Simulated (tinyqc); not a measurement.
# From volume at P back to pressure P

Model: Born-Mayer model of an ionic crystal AB. Computed by tinyqc, a small Python program. Command: `OMP_NUM_THREADS=1 python tinyqc.py 3013455 3013456 out.jsonl bornmayer inv`. One thread of a shared host (Intel(R) Xeon(R) Processor @ 2.30GHz), about 0.02 s of CPU time with the checks.

Energies are per ion pair and r is the nearest distance of unlike ions.

Inputs (values chosen for the exercise, for a model salt): ionic charge z = 1; unlike repulsion lambda = 518 eV; range rho = 0.339 angstrom; like repulsion lambda2 = 728 eV; dispersion C between like ions = 43 eV angstrom^6.

Structure: zinc blende. Short range: with like-ion terms.

Constants: e^2/(4 pi eps_0) = 14.39964548 eV angstrom; 1 eV/angstrom^3 = 160.2176634 GPa.

Method:
- Madelung constant M, unlike neighbours z1, like neighbours z2 at f r, volume per pair: rock salt 1.747565, 6, 12, sqrt2, 2 r^3; caesium chloride 1.762675, 8, 6, 2/sqrt3, 8 r^3/(3 sqrt3); zinc blende 1.638055, 4, 12, sqrt(8/3), 16 r^3/(3 sqrt3).
- U(r) = -M z^2 e^2/(4 pi eps_0 r) + z1 lambda exp(-r/rho) + z2 [lambda2 exp(-f r/rho) - C/(f r)^6] (one mean like-ion term for both sublattices).
- With the volume written as c r^3, under pressure take the root at the minimum of the enthalpy and solve U'(r) + 3 c r^2 P = 0; H = U + P V; B = (U'' - 2 U'/r)/(9 c r).

Question. A run gave the result below. Find the pressure P, known to lie between 16 and 35 GPa.

volume at P = 32.27272 angstrom^3

Answer.

Each step takes the trial c = (a f_b - b f_a)/(f_b - f_a), f being the result less the target and a, b, c the logarithms of the listed values; c replaces end b, the old b replaces a if the sign of f changed, and otherwise f_a is halved.

Scan of the range:
```
pressure P (GPa)  volume at P (angstrom^3)
16.0                               33.3097
18.2                               32.3971
20.8                               31.4403
23.7                               30.4976
27.0                               29.5517
30.7                               28.6186
35.0                               27.6676
```

False position (Illinois rule, in the logarithm of the input) inside the bracket:
```
step    end a    end b    trial  volume at P (angstrom^3)
1     18.2000  20.8000  18.5186                   32.2733
2     20.8000  18.5186  18.5200                   32.2727
3     20.8000  18.5200  18.5200                   32.2727
4     18.5200  18.5200  18.5200                   32.2727
```

Volume at P falls at every point of a 13-point scan of the range (every second point is shown), so one value fits; it is bracketed by 18.2 and 20.8. Answer: pressure P = 18.52 GPa.
